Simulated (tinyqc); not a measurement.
## Probe couplings from its potential

Inverse problem. One voltage probe p sits between leads L (mu = 1) and R (mu = 0) without magnetic field: mu_p = T_pL/(T_pL + T_pR), T_eff = T_RL + T_pL T_pR/(T_pL + T_pR). Find T_pL and T_pR.

T_RL = 0.23
mu_p = 0.41538462
T_eff = 0.38784615

Answer. T_eff - T_RL equals T_pL (1 - mu_p) and also T_pR mu_p.

T_pL = 0.2700
T_pR = 0.3800

tinyqc, about 0.01 s, one thread, Intel Xeon 2.30GHz (shared host): `OMP_NUM_THREADS=1 python tinyqc.py 2700046 2700047 out.jsonl`
